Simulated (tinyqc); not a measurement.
Capacitance measurement on a leaky thin oxide: effects of series resistance and leakage: one step of the calculation.

The device is a capacitance C in parallel with a leakage conductance G, in series with Rs and Ls. An impedance meter reports either a parallel pair (Cp, Gp) from Y = 1/Z = Gp + i w Cp or a series pair (Cs, Rm) from Z = Rm + 1/(i w Cs); w = 2 pi f, dissipation D = Gp/(w |Cp|).

Problem. True capacitance and conductance. EOT = 3.9 tox/eox; CET = EOT + zc + zp; C = 3.9 eps0 A/CET; G = Jg A/Vs.

Inputs (values chosen for the exercise); values of the order met in thin-oxide MOS capacitors:

| symbol | value | unit | meaning |
|---|---|---|---|
| eox | 7.37 |  | relative permittivity of the gate insulator (close to silicon nitride) |
| tox | 3.6 | nm | insulator thickness |
| A | 100 | um^2 | gate area |
| zc | 0.29 | nm | oxide-equivalent thickness added by the accumulation layer |
| zp | 0.13 | nm | oxide-equivalent thickness added by gate depletion |
| Jg | 0.00016 | A/cm^2 | gate leakage current density, not matched to the thickness |
| Vs | 0.19 | V | voltage for an e-fold rise of the leakage |

Constants: eps0 = 8.8541878128e-14 F/cm where lengths are in cm. Results are converted to the units shown.

Find: EOT; CET; C; G.

Solution.

EOT = 1.9050 nm
CET = 2.3250 nm
C = 1.4852 pF
G = 8.4211e-4 uS

Numbers from tinyqc (`OMP_NUM_THREADS=1 python tinyqc.py 2022192 2022193 out.jsonl`; about 0.01 s on one thread of a shared Intel Xeon 2.30GHz).
